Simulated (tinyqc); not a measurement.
Circular transfer-length structure: one step of the calculation.

A disc contact of radius r0 and a very wide ring contact from r1 = r0 + sp outwards lie on a thin layer; the metal has no resistance and the sheet resistance under the contacts equals Rsh.

Problem. The large-radius form. Transfer length Lt = sqrt(rc/Rsh). R = (Rsh/2 pi) [(Lt/r0) I0(r0/Lt)/I1(r0/Lt) + ln(r1/r0) + (Lt/r1) K0(r1/Lt)/K1(r1/Lt)] with modified Bessel functions; for r0 >> Lt both ratios tend to 1. Large radius: R = (Rsh/2 pi) [Lt (1/r0 + 1/r1) + ln(r1/r0)], and linearised for sp << r0: Rsh (sp + 2 Lt)/(2 pi r0).

Values chosen for this exercise:
- Rsh = 2200 ohm/sq (sheet resistance of the semiconductor layer)
- rc = 7.9e-6 ohm cm^2 (specific contact resistivity)
- r0 = 1.6 um (radius of the inner contact)
- sp = 0.37 um (gap between the contacts)

Give: large-radius R; linearised R.

Solution.

large-radius R = 310.48 ohm
linearised R = 343.24 ohm

Computed by the program tinyqc: `OMP_NUM_THREADS=1 python tinyqc.py 2760133 2760134 out.jsonl`, one thread of a shared Intel Xeon 2.30GHz, about 0.01 s for the whole run.
